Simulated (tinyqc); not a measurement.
Inside a calculation. Model: biaxially strained (001) channel, valley splitting in an inversion layer.

Computed by the program tinyqc: `OMP_NUM_THREADS=1 python tinyqc.py 2530156 2530157 out.jsonl`, one thread of a shared Intel Xeon 2.30GHz, about 0.05 s for the whole run. Printed values are rounded.

A thin layer grown on a relaxed buffer is stretched in the plane. The two valleys with their long axis along the growth direction (D2) sink against the four in-plane ones (D4); confinement in a triangular well splits them too. Only the lowest subband of each set is kept; one relaxation time, so the weakening of intervalley scattering is left out.

Inputs (values chosen for the exercise); values close to those of silicon on relaxed silicon-germanium: temperature T = 300 K; germanium share of the relaxed buffer x = 0.3; lattice mismatch per unit x b1 = 0.0418; elastic constant c11 = 168 GPa; elastic constant c12 = 64.3 GPa; shear deformation potential Xu = 8.91 eV; longitudinal mass ml = 0.913 m0; transverse mass mt = 0.192 m0; confining field F = 1.04 MV/cm; inversion density Ns = 8.3e12 cm^-2.

Constants: q = 1.602176634e-19 C, kB = 1.380649e-23 J/K, hbar = 1.054571817e-34 J s, m0 = 9.1093837015e-31 kg, Vt = kB T/q, hbar^2/(2 m0) = 0.0380998212 eV nm^2. Results are converted to the units shown.

## Strain, stress and splitting

e_par = b1 x, e_perp = -2 (c12/c11) e_par, splitting D = Xu (e_par - e_perp), in-plane stress (c11 + c12 - 2 c12^2/c11) e_par.

e_par = 1.254 %
e_perp = -0.959907 %
D = 197.259 meV
stress = 2.29582 GPa

## Subband edges and densities of states

Levels E(m) = 2.33811 (hbar^2 q^2 F^2/(2 m))^(1/3): E2 = E(ml), E4 = E(mt) + D; N2 = 2 mt kB T/(pi hbar^2), N4 = 4 sqrt(mt ml) kB T/(pi hbar^2).

E2 = 0.179351 eV
E4 = 0.498857 eV
N2 = 4.14689e12 cm^-2
N4 = 1.80858e13 cm^-2

Of the gap E4 - E2 = 320 meV, confinement gives 122 meV.

## Iteration 1: Fermi level by Newton steps

EF at the start = 0.179 eV

f = N2 ln(1 + exp((EF - E2)/Vt)) + N4 ln(1 + exp((EF - E4)/Vt)) - Ns, f' = [N2/(1 + exp((E2 - EF)/Vt)) + N4/(1 + exp((E4 - EF)/Vt))]/Vt, EF(new) = EF - f/f'.

f = -5.45360e12 cm^-2
f' = 7.96625e13 cm^-2/eV
EF after iteration 1 = 0.247459 eV

## Iteration 2: Fermi level by Newton steps

As before.

f = 2.91350e12 cm^-2
f' = 1.49711e14 cm^-2/eV
EF after iteration 2 = 0.227998 eV

## Course of the iteration: Fermi level by Newton steps

Stop when EF changes by less than 1e-10 eV, or after 40 iterations.

Course of the iteration:
```
iteration   EF (eV)  |change| (eV)
1          0.247459         0.0685
2          0.227998         0.0195
3          0.227338        6.60e-4
4          0.227337        1.12e-6
5          0.227337       3.31e-12
```

Converged in 5 iterations. At the end the number of correct digits about doubles with each step.

## Share of the light valleys and conductivity mass

EF = 0.227337 eV

EF solves Ns = N2 ln(1 + exp((EF - E2)/Vt)) + N4 ln(1 + exp((EF - E4)/Vt)); f2 is the share in D2, and 1/mc = f2/mt + (1 - f2)(1/mt + 1/ml)/2.

f2 = 0.999940
mc = 0.192005 m0

Without strain f2 would be 0.904 and mc 0.200 m0, so repopulation alone gains 3.9 % in mobility.
